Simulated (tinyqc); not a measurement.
# Vertical double-diffused power MOSFET, components of the on-resistance: effects of single changes

Stripe cells of pitch Wp + a, two channels a cell. Current flows through the channels, spreads in the accumulation layer, passes the gap between the p bodies and spreads at 45 degrees into the drift layer below them. Low drain voltage, full ionisation.

Inputs (values chosen for the exercise); bulk values close to those of silicon:

| symbol | value | unit | meaning |
|---|---|---|---|
| T | 300 | K | temperature |
| eps_r | 11.7 |  | relative permittivity |
| Kc | 4050 | V/cm per (cm^-3)^(1/8) | critical-field constant |
| BV | 30 | V | rated breakdown voltage of the drift layer |
| mud | 1250 | cm^2/(V s) | drift mobility at 300 K |
| bt | 2.6 |  | temperature exponent of the drift mobility |
| tox | 52 | nm | gate oxide thickness (eps_r 3.9) |
| Vov | 13 | V | gate overdrive |
| mch | 200 | cm^2/(V s) | channel mobility |
| mac | 610 | cm^2/(V s) | accumulation-layer mobility |
| Lc | 1.1 | um | channel length |
| Wp | 3.2 | um | width of the p body in one cell, channels included |
| a | 3 | um | gap between neighbouring p bodies |
| xp | 0.7 | um | depth of the p body |
| Nj | 1 |  | doping of the gap over the drift doping |
| Vbi | 0.826 | V | built-in voltage of the body junction |
| Rs | 0.45 | mohm cm^2 | substrate and contact resistance |

Constants: q = 1.602176634e-19 C, eps0 = 8.8541878128e-14 F/cm where lengths are in cm. Results are converted to the units shown.

Each table varies one quantity; the others keep the values above.

## On-resistance against the doping of the gap over the drift doping

Triangular field at breakdown with Ec = Kc N^(1/8): BV = eps0 eps_r Ec^2/(2 q N), so N = (eps0 eps_r Kc^2/(2 q BV))^(4/3); W = 2 BV/Ec; mu = mud (T/300 K)^(-bt); rho = 1/(q mu N); ideal resistance rho W. Pitch p = Wp + a, Cox = 3.9 eps0/tox; zero-bias depletion in the gap w0 = sqrt(2 eps0 eps_r Vbi/(q N Nj)), open gap g = a - 2 w0; R_ch = Lc p/(2 mch Cox Vov); R_acc = 0.6 a p/(4 mac Cox Vov), 0.6 being an empirical factor for current leaving the layer along its length; R_gap = (rho/Nj) xp p/g; spreading depth t = min(W, (p - g)/2); R_drift = (rho p/2) ln((g + 2 t)/g) + rho (W - t); R_on = the sum with Rs.

The same in every row: R_ch (mohm cm^2) = 0.1975; R_acc (mohm cm^2) = 0.05298; ideal (mohm cm^2) = 0.03148.

Results:
```
Nj	R_gap (mohm cm^2)	R_drift (mohm cm^2)	R_on (mohm cm^2)	largest term
1	0.03972	0.05219	0.7924	substrate
1.5	0.02565	0.05102	0.7772	substrate
2	0.01889	0.05035	0.7697	substrate
3	0.01233	0.04958	0.7624	substrate
5	0.007243	0.04883	0.7566	substrate
12	0.002943	0.04794	0.7514	substrate
```

Estimate the missing row, Nj = 8.

Computed row:
```
Nj	R_gap (mohm cm^2)	R_drift (mohm cm^2)	R_on (mohm cm^2)	largest term
8	0.004460	0.04830	0.7532	substrate
```

With this row back in the table: R_on falls from 0.792 to 0.751 mohm cm^2. The substrate term is the largest at Nj = 1 and in all other rows. R_on is 25.2 times the ideal drift resistance in the first row and 23.9 times in the last.

## On-resistance against the width of the p body in one cell

Same model as above.

The same in every row: ideal (mohm cm^2) = 0.031478.

Result of one run:
```
Wp (um)	R_ch (mohm cm^2)	R_acc (mohm cm^2)	R_gap (mohm cm^2)	R_drift (mohm cm^2)	R_on (mohm cm^2)	largest term
7	0.31855	0.085453	0.064062	0.084170	1.0022	substrate
```

What becomes of these results when the width of the p body in one cell, channels included Wp is changed from 7 to 3.5 um, all else the same?

Result of the changed run:
```
Wp (um)	R_ch (mohm cm^2)	R_acc (mohm cm^2)	R_gap (mohm cm^2)	R_drift (mohm cm^2)	R_on (mohm cm^2)	largest term
3.5	0.20706	0.055545	0.041641	0.054710	0.80895	substrate
```

The whole series:
```
Wp (um)	R_ch (mohm cm^2)	R_acc (mohm cm^2)	R_gap (mohm cm^2)	R_drift (mohm cm^2)	R_on (mohm cm^2)	largest term
2.8	0.18476	0.049563	0.037156	0.048818	0.77030	substrate
3.5	0.20706	0.055545	0.041641	0.054710	0.80895	substrate
4.4	0.23573	0.063236	0.047406	0.062286	0.85866	substrate
5.6	0.27395	0.073490	0.055094	0.072386	0.92492	substrate
7	0.31855	0.085453	0.064062	0.084170	1.0022	substrate
8.8	0.37589	0.10084	0.075594	0.099320	1.1016	substrate
11	0.44597	0.11963	0.089687	0.11784	1.2231	substrate
14	0.54154	0.14527	0.10891	0.14309	1.3888	channel
```

R_on rises from 0.770 to 1.39 mohm cm^2. The substrate term is the largest at Wp = 2.8, the channel term from 14 on. R_on is 24.5 times the ideal drift resistance in the first row and 44.1 times in the last.

tinyqc, about 0.01 s, one thread, Intel Xeon 2.30GHz (shared host): `OMP_NUM_THREADS=1 python tinyqc.py 2230120 2230121 out.jsonl`
